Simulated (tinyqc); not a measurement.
Inside a calculation. Method: geometry optimisation on the RHF/sto-6g surface (energies and gradients from PySCF), for H3+, spin multiplicity 1. One step of it, computed by the program tinyqc.

Problem. Step 1: move. Quasi-Newton step p = -H^(-1) g (first H = 0.6 times the unit matrix); steps longer than 0.3 bohr are cut back.

positions at the start (bohr):
```
            x          y          z
1H  -0.035905  -0.041574  -0.035905
2H  -0.032125   0.020787   1.795240
3H   0.026456  -0.066140  -1.848152
```

gradient (hartree/bohr):
```
              x            y            z
1H  -0.00078461  -0.00048081  -0.00121097
2H  -0.00032306   0.00132023   0.04565332
3H   0.00110766  -0.00083942  -0.04444235
```

Give: positions after step 1.

Solution.

positions after step 1 (bohr):
```
          x        y        z
1H  -0.0346  -0.0408  -0.0339
2H  -0.0316   0.0186   1.7192
3H   0.0246  -0.0647  -1.7741
```
